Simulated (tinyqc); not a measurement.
Bandgap voltage reference from two bipolar transistors: one step of the calculation.

Two transistors of area 1 and N carry the same current I. Is(T) = Is (T/T0)^eta exp[(Vg0 q/kB)(1/T0 - 1/T)], VBE1 = Vt ln(I/Is(T)) + I rb, VBE2 = Vt ln(I/(N Is(T))) + I rb/N. The amplifier forces I R1(T) = VBE1 - VBE2 + Vos, with R(T) = R (1 + tc (T - T0)) for both resistors, and the output is Vref = VBE1 + I R2(T). Base currents and the Early effect are neglected.

Question. Operating point at another temperature. Vt = kB T/q; I = (Vt ln N + Vos)/(R1(T) - rb (1 - 1/N)).

Parameters, values chosen for the exercise; values of the order met in silicon bipolar transistors:
```
symbol,value,unit,meaning
T0,300,K,reference temperature
Vg0,1.174,V,band-gap voltage extrapolated to 0 K
eta,3.1,,temperature exponent of the saturation current
Is,3.6e-18,A,saturation current of the unit transistor at T0
N,10,,area ratio of the second transistor
R1,3.7,kohm,"resistor across which the difference of VBE falls, at T0"
tc,0,ppm/K,temperature coefficient of both resistors
Vos,0,mV,offset of the amplifier
rb,0,ohm,series resistance of the unit transistor
R2,28.06,kohm,output resistor at T0
T,253,K,temperature
```

Constants: q = 1.602176634e-19 C, kB = 1.380649e-23 J/K. Results are converted to the units shown.

Find: Vt; I; Is(T); VBE1; I R2; Vref.

Answer.

Vt = 0.021802 V
I = 13.568 uA
Is(T) = 4.6033e-22 A
VBE1 = 0.82678 V
I R2 = 0.38071 V
Vref = 1.2075 V

From T0 to T, VBE1 changes by 73.8 mV and I R2 by -70.7 mV, which leaves 3.03 mV in Vref.

Numbers from tinyqc (`OMP_NUM_THREADS=1 python tinyqc.py 2062056 2062057 out.jsonl`; about 0.03 s on one thread of a shared Intel Xeon 2.30GHz).
